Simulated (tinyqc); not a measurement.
From a target to a composition: virtual-crystal alloy in the empirical-pseudopotential method. Three cases, with inputs chosen for the exercise.

Problem. The gap from the valence top to the fifth band at L = (1/2,1/2,1/2) is given; it is monotonic in x. Find x.

Empirical pseudopotential on the fcc lattice, atoms at +/- tau, tau = a (1,1,1)/8, no spin-orbit coupling. H(G,G') = c (2 pi/a)^2 |k + G|^2 delta + VS(q) cos(q.tau) + i VA(q) sin(q.tau), q = G - G', c = hbar^2/2m0; k and G in units of 2 pi/a; VS at |q|^2 = 3, 8, 11 and VA at 3, 4, 11, in rydberg, zero elsewhere. At each k the basis holds all G with |k + G|^2 up to 16; energies are counted from the fourth level at Gamma.

Virtual crystal A(1-x)B(x): a = (1 - x) a_A + x a_B. Rule linear: V = (1 - x) V_A + x V_B. Rule volume: V = [(1 - x) a_A^3 V_A + x a_B^3 V_B]/a^3, since a form factor is an atomic potential divided by the cell volume.

Constants: hbar^2/2m0 = 3.80998211 eV angstrom^2; Ry = 13.60569312 eV.

Find: x; a.

Case 1.

Values chosen (classic local form factors of the size used for Si (A) and Ge (B), which place X and L only to a few tenths of an eV; shifted at random, so the results belong to these values and not to a real crystal): a = (5.427, 5.668) angstrom (lattice constants of A, B); VSA = (-0.213, 0.041, 0.079) Ry (symmetric form factors of A); VAA = (0, 0, 0) Ry (antisymmetric form factors of A); VSB = (-0.227, 0.009, 0.06) Ry (symmetric form factors of B); VAB = (0, 0, 0) Ry (antisymmetric form factors of B); rule = volume (mixing rule).

gap to L = 1.67443 eV

Solution.

x = 0.17
a = 5.468 angstrom

Bisect on x between the ends, where the gap to L is 1.843 and 0.890 eV; a straight line between them would give x = 0.18.

Case 2.

Values chosen (classic local form factors of the size used for GaP (A) and InP (B), which place X and L only to a few tenths of an eV; shifted at random, so the results belong to these values and not to a real crystal): a = (5.434, 5.861) angstrom (lattice constants of A, B); VSA = (-0.224, 0.031, 0.071) Ry (symmetric form factors of A); VAA = (0.122, 0.071, 0.019) Ry (antisymmetric form factors of A); VSB = (-0.234, 0.011, 0.061) Ry (symmetric form factors of B); VAB = (0.07, 0.05, 0.009) Ry (antisymmetric form factors of B); rule = linear (mixing rule).

gap to L = 2.20394 eV

Solution.

x = 0.81
a = 5.780 angstrom

Bisect on x between the ends, where the gap to L is 2.685 and 2.063 eV; a straight line between them would give x = 0.77.

Case 3.

Values chosen (classic local form factors of the size used for Si (A) and Ge (B), which place X and L only to a few tenths of an eV; shifted at random, so the results belong to these values and not to a real crystal): a = (5.42, 5.65) angstrom (lattice constants of A, B); VSA = (-0.208, 0.041, 0.079) Ry (symmetric form factors of A); VAA = (0, 0, 0) Ry (antisymmetric form factors of A); VSB = (-0.231, 0.01, 0.059) Ry (symmetric form factors of B); VAB = (0, 0, 0) Ry (antisymmetric form factors of B); rule = linear (mixing rule).

gap to L = 1.62191 eV

Solution.

x = 0.20
a = 5.466 angstrom

Bisect on x between the ends, where the gap to L is 1.786 and 0.893 eV; a straight line between them would give x = 0.18.

Computed by tinyqc, one run a case: `OMP_NUM_THREADS=1 python tinyqc.py N N+1 out.jsonl` with N = 1080474, 1080492, 1080552; one thread of a shared Intel(R) Xeon(R) Processor @ 2.30GHz, about 0.2 s a run at most.
